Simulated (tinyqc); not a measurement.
Equilibrium and kinetic segregation of a solute to boundaries and growing surfaces: one step, computed by the program tinyqc.

Task: Segregation at a growing surface. Two-state exchange during growth, dilute: jump up r_u = nu exp(-E_b/(k_B T_g)), jump back r_d = r_u exp(-E_s/(k_B T_g)), nu = 1e13 1/s. In the time 1/R of one monolayer the share carried up is p = [r_u/(r_u + r_d)] [1 - exp(-(r_u + r_d)/R)]; the tail decays as p^n, length -1/ln p monolayers; the equilibrium limit has p = r_u/(r_u + r_d).

Inputs (values chosen for the exercise, modelled on a solute in a copper line):
```
quantity                        value          unit
exchange barrier E_b             1.42            eV
surface segregation energy E_s   0.38            eV
growth temperature T_g            840             K
growth rate                      0.29  monolayers/s
```

Constants: k_B = 8.617333262e-05 eV/K.

Give: r_u; r_d; share carried up p; decay length.

Result:

r_u = 30226 1/s

r_d = 158.7 1/s

share carried up p = 0.9948

decay length = 191.0 monolayers

Exchange is fast against growth: the equilibrium regime, where heating shortens the tail.
